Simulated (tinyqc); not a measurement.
From results back to parameters: nanosheet or nanowire with hard walls, valleys of the Si type. Four cases, with inputs chosen for the exercise.

Problem. In a hard-walled rectangle E(n, l) = c pi^2 (n^2/(m_y W^2) + l^2/(m_z H^2)), c = hbar^2/2m0. Two levels were computed from hidden W and H.

Constants: hbar^2/2m0 = 3.80998211 eV angstrom^2.

Case 1.

Values chosen (out of a larger set: near those of Si; not measured data): m_y = 0.192 m0 (mass across the width); m_z = 0.919 m0 (mass along the height).

E(1, 1) = 0.014278 eV
E(2, 1) = 0.035859 eV

Case 2.

Values chosen (out of a larger set: near those of Si; not measured data): m_y = 0.186 m0 (mass across the width); m_z = 0.899 m0 (mass along the height).

E(1, 1) = 0.054095 eV
E(2, 1) = 0.161917 eV

Case 3.

Values chosen (out of a larger set: near those of Si; not measured data): m_y = 0.187 m0 (mass across the width); m_z = 0.916 m0 (mass along the height).

E(1, 1) = 0.106049 eV
E(2, 1) = 0.403954 eV

Case 4.

Values chosen (out of a larger set: near those of Si; not measured data): m_y = 0.186 m0 (mass across the width); m_z = 0.899 m0 (mass along the height).

E(1, 1) = 0.197308 eV
E(2, 1) = 0.692411 eV

Find: width term; height term; W; H.

Solution. The difference of the two levels is three times the width term; the rest of E(1, 1) is the height term.

Case 1.

width term = 7.19 meV
height term = 7.08 meV
W = 165.0 angstrom
H = 76.0 angstrom

Case 2.

width term = 35.94 meV
height term = 18.15 meV
W = 75.0 angstrom
H = 48.0 angstrom

Case 3.

width term = 99.30 meV
height term = 6.75 meV
W = 45.0 angstrom
H = 78.0 angstrom

Case 4.

width term = 165.03 meV
height term = 32.27 meV
W = 35.0 angstrom
H = 36.0 angstrom

Computed by tinyqc, one run a case: `OMP_NUM_THREADS=1 python tinyqc.py N N+1 out.jsonl` with N = 1280333, 1280525, 1280535, 1280620; one thread of a shared Intel(R) Xeon(R) Processor @ 2.30GHz, about 0.04 s a run at most.
